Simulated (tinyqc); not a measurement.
Inside a calculation: conduction-band anticrossing with a localised impurity level. Values are carried at full precision from step to step, so a last printed digit may differ when a step is redone from the rounded ones.

Host conduction band EM(k) = Eg - al x + c k^2/mM, c = hbar^2/2m0, coupled to a flat level EI by V = C sqrt(x): H = [[EM, V], [V, EI]], E+/- = (EM + EI)/2 +/- sqrt((EM - EI)^2/4 + V^2). The host weight of a state at E is f = 1/(1 + V^2/(E - EI)^2), and its mass at k = 0 is mM/f. The gap is E-(0), the valence top staying at 0.

Constants: hbar^2/2m0 = 3.80998211 eV angstrom^2.

Values chosen for the exercise (host near InP; shifted at random, so the results belong to these values and not to a real crystal):
```
symbol  value   unit        meaning
Eg      1.409   eV          gap at Gamma to the s-like level
mM      0.0786  m0          mass of the host band
EI      1.583   eV          impurity level, from the valence top of the host
C       2.23    eV          coupling
al      0.06    eV          linear shift of the host edge
x       0.0095              impurity fraction
k       0.021   1/angstrom  wave vector
```

## The two levels at k = 0

Give EM, V, both levels, their host weights, the gap and the mass of the band at the gap.

EM(0) = 1.4084 eV
V = 0.2174 eV

E-, E+ (eV): 1.2615  1.7299

host weights: 0.6863  0.3137

gap = 1.2615 eV
mass of E- = 0.1145 m0

The gap is 148 meV below that of the host, 155 meV per 1 % of impurity. V/|EM - EI| = 1.25; second-order perturbation theory would shift the host level by V^2/(EM - EI) = -271 meV, the exact shift is -147 meV.

## The levels at one k

Fill in the matrix and give levels and weights.

H (eV):
```
            host  impurity
host      1.4298    0.2174
impurity  0.2174    1.5830
```

E-, E+ (eV): 1.2759  1.7369

host weights: 0.6662  0.3338

## Dispersion

Seven points from k = 0 to 0.12 1/angstrom.

Levels (eV):
```
k (1/angstrom)      EM      E-      E+  host weight of E-
0.000           1.4084  1.2615  1.7299              0.686
0.020           1.4278  1.2746  1.7362              0.668
0.040           1.4860  1.3118  1.7572              0.609
0.060           1.5829  1.3656  1.8003              0.500
0.080           1.7187  1.4231  1.8785              0.351
0.100           1.8932  1.4711  2.0051              0.210
0.120           2.1064  1.5045  2.1849              0.115
```

E- flattens towards EI = 1.583 eV, which it cannot cross: its width is bounded by 0.322 eV, of which 76 % is used up at the last point. The unmixed host band crosses EI at k = 0.0600 1/angstrom, where the splitting is smallest, 2V = 0.435 eV.

## Checks

- Closed form against diagonalisation: they agree to 1e-10 or better.
- Mass mM/f against the curvature of the band: both 0.1145.

tinyqc: `OMP_NUM_THREADS=1 python tinyqc.py 1050910 1050911 out.jsonl`; about 0.01 s, one thread, shared Intel(R) Xeon(R) Processor @ 2.30GHz.
